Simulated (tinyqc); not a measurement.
Static screening by free carriers: one step. Fermi and screening wave vectors. Two cases, with inputs chosen for the exercise.

Task: Also the effective Bohr radius aB = a0 eps/m and rs = (3/(4 pi n))^(1/3)/aB.

kF = (3 pi^2 n/Mv)^(1/3), EF = c kF^2/m with c = hbar^2/2m0, n in 1/angstrom^3 (1e-24 per 1/cm^3), e2 = e^2/(4 pi eps0). Thomas-Fermi: qTF^2 = 6 pi e2 n/(eps EF). Debye: qD^2 = 4 pi e2 n/(eps kB T).

Constants: hbar^2/2m0 = 3.80998211 eV angstrom^2; e^2/(4 pi eps0) = 14.39964547 eV angstrom; kB = 8.617333262e-05 eV/K; a0 (Bohr radius) = 0.5291772105 angstrom.

Case 1.

Values chosen (a free-electron density near that of Cu; not measured data):
- n = 8.23e+22 1/cm^3 (carrier density)
- m = 1 m0 (mass of one isotropic valley)
- Mv = 1 (valleys)
- eps = 1 (background dielectric constant)
- T = 300 K

Case 2.

Values chosen (near those of Si; not measured data):
- n = 7.4e+19 1/cm^3 (carrier density)
- m = 0.322 m0 (mass of one isotropic valley)
- Mv = 6 (valleys)
- eps = 11.7 (background dielectric constant)
- T = 300 K

Give: kF; EF at 0 K; EF/kT; qTF; qD; aB; rs.

Result:

Case 1.

kF = 1.3457 1/angstrom
EF at 0 K = 6899 meV
EF/kT = 267
qTF = 1.7994 1/angstrom
qD = 24.001 1/angstrom
aB = 0.5292 angstrom
rs = 2.70

The gas is degenerate, so the Thomas-Fermi value applies. With rs above 1 exchange and correlation, left out here, are not small.

Case 2.

kF = 0.071477 1/angstrom
EF at 0 K = 60.45 meV
EF/kT = 2.34
qTF = 0.16852 1/angstrom
qD = 0.21041 1/angstrom
aB = 19.23 angstrom
rs = 0.768

The gas is partly degenerate; neither limit is exact, and the true screening wave vector lies below both.

Computed by tinyqc, one run a case: `OMP_NUM_THREADS=1 python tinyqc.py N N+1 out.jsonl` with N = 1682611, 1682712; one thread of a shared Intel(R) Xeon(R) Processor @ 2.30GHz, about 0.01 s a run at most.
